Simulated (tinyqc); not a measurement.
Fitting sp3s* parameters to three gaps by Newton steps: sweeps and comparisons. A value that a table varies takes the place of the one given here.

sp3s* tight binding, nearest neighbours only: anion (a) at 0, cation (c) at a/4 (1,1,1), orbitals s, px, py, pz, s* on each; k in units of 2 pi/a. With phases e_j = exp(i (pi/2) k.n_j) for n = (1,1,1), (1,-1,-1), (-1,1,-1), (-1,-1,1): g0 = (e1+e2+e3+e4)/4, g1 = (e1+e2-e3-e4)/4, g2 = (e1-e2+e3-e4)/4, g3 = (e1-e2-e3+e4)/4. The diagonal holds the levels Esa, Epa, Exa (s*) and Esc, Epc, Exc. Anion-cation block: <sa|sc> = Vss g0; <sa|xc> = Vsapc g1; <xa|sc> = -Vscpa g1; <xa|xc> = Vxx g0; <xa|yc> = <ya|xc> = Vxy g3, <xa|zc> = <za|xc> = Vxy g2, <ya|zc> = <za|yc> = Vxy g1; <s*a|xc> = Vxapc g1; <xa|s*c> = -Vpaxc g1; y and z take g2 and g3 in place of g1; s-s* and s*-s* vanish.

Gaps are level 5 at Gamma, X = (1,0,0) and L = (1/2,1/2,1/2) less level 4 at Gamma; no spin-orbit coupling. Free parameters: Esc, Vxapc and Vpaxc. H is linear in them, so by Hellmann-Feynman J_ij = <u|dH/dp_j|u> for level 5 at point i less the same for level 4 at Gamma. Newton: p(new) = p + J^-1 (target - gaps); stop when all misses are below 1e-7 eV.

Constants: hbar^2/2m0 = 3.80998211 eV angstrom^2.

Values chosen for the exercise (out of a larger set: near a published set for GaAs, fitted to gaps, whose masses and valley positions are rough; not measured data):
- p = (-8.394, 1.033, -2.659, 3.664, 8.545, 6.765, -6.499, 1.943, 5.108, 4.469, 5.757, 4.846, 4.819) eV (start, order Esa, Epa, Esc, Epc, Exa, Exc, Vss, Vxx, Vxy, Vsapc, Vscpa, Vxapc, Vpaxc)
- tg = (1.6692, 2.0528, 1.7248) eV (target gaps at Gamma, X, L)
- a = 5.65 angstrom (lattice constant)

## Equal gaps, different models

The same three targets are met with other triples of free parameters (those for which Newton converges within 3 eV of the start). Not fitted: level 5 at K = (3/4,3/4,0) above Ev, the spacing of levels 6 and 5 at X, the depth of level 2 at X below Ev, the valence width at Gamma, and the mass c q^2/(E(q) - E(0)) of level 5 along [100], q = 0.002 (2 pi/a), c = hbar^2/2m0.

Unfitted results:
```
free parameters,largest change (eV),K (eV),X spacing (eV),level 2 at X (eV),valence width (eV),mass (m0)
start,0.000,1.951,0.363,7.479,12.632,0.1227
"Vss, Vxapc, Vpaxc",0.174,2.013,0.415,7.434,12.726,0.1322
"Esc, Vxapc, Vpaxc",0.134,2.003,0.321,7.420,12.592,0.1312
"Vss, Vsapc, Vpaxc",0.113,2.003,0.314,7.476,12.726,0.1305
"Esa, Vxapc, Vscpa",0.311,2.004,0.324,7.504,12.415,0.1312
"Vss, Exa, Exc",0.398,2.014,0.438,7.461,12.726,0.1322
"Esc, Vsapc, Exc",0.414,1.989,0.211,7.424,12.592,0.1295
```

What does this show?

All fitted rows have the same three gaps, yet they spread by 25 meV at K, 227 meV in the X spacing, 84 meV in level 2 at X, 311 meV in the valence width and 2.1 % in the mass. The smallest change of parameters, 0.113 eV, is that of Vss, Vsapc, Vpaxc. A fit fixes what it was given and leaves the rest to the choice of free parameters.

## How errors in the targets pass to the parameters

J:
```
,Esc,Vxapc,Vpaxc
Gamma,0.70184,0.00000,0.00000
X,0.00000,-0.85435,0.00000
L,0.39942,-0.23474,-0.12487
```

The gaps at Gamma, X and L of an sp3s* model are fitted with Esc, Vxapc and Vpaxc; J holds the derivatives of the gaps by these parameters at the start. The change of each parameter for +10 meV on one target is 10 J^-1, in meV.

Shifts (meV):
```
target raised,Esc,Vxapc,Vpaxc
Gamma,14.2,0.0,45.6
X,0.0,-11.7,22.0
L,0.0,0.0,-80.1
```

root sum of squares (meV): Esc 14.2, Vxapc 11.7, Vpaxc 94.7

What does this show?

Independent errors of 10 meV leave Vpaxc least certain (95 meV) and Vxapc best fixed (11.7 meV). The largest single entry, 80 meV, comes from the target at L.

tinyqc: `OMP_NUM_THREADS=1 python tinyqc.py 1482301 1482302 out.jsonl`; about 0.2 s, one thread, shared Intel(R) Xeon(R) Processor @ 2.30GHz.
